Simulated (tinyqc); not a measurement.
Strain-driven roughening and islands of a mismatched epitaxial film: one step, computed by the program tinyqc.

Film and substrate share isotropic elastic constants; the film is coherent and biaxially strained.

Problem. Wetting layer. The surface energy depends on thickness as gamma + (gamma_s - gamma) exp(-h/delta). Its curvature adds W2 = (gamma_s - gamma) exp(-h/delta)/delta^2 to the restoring terms; the flat film is stable while W2 > (1 + nu)^2 w^2/gamma, which gives h_c = delta ln[(gamma_s - gamma) gamma/(delta^2 (1 + nu)^2 w^2)], or 0 if negative.

Inputs (values chosen for the exercise, for a model film):
```
quantity,value,unit
Poisson ratio nu,0.23,-
surface energy gamma,1,J/m^2
wetting energy gamma_s - gamma,0.43,J/m^2
decay length of wetting delta,0.35,nm
```

energy density w = 33.70973 MJ/m^3

Give: wetting-layer thickness h_c.

Solution.

wetting-layer thickness h_c = 2.6676 nm

Layer-by-layer growth up to h_c, then roughening: the Stranski-Krastanov mode.
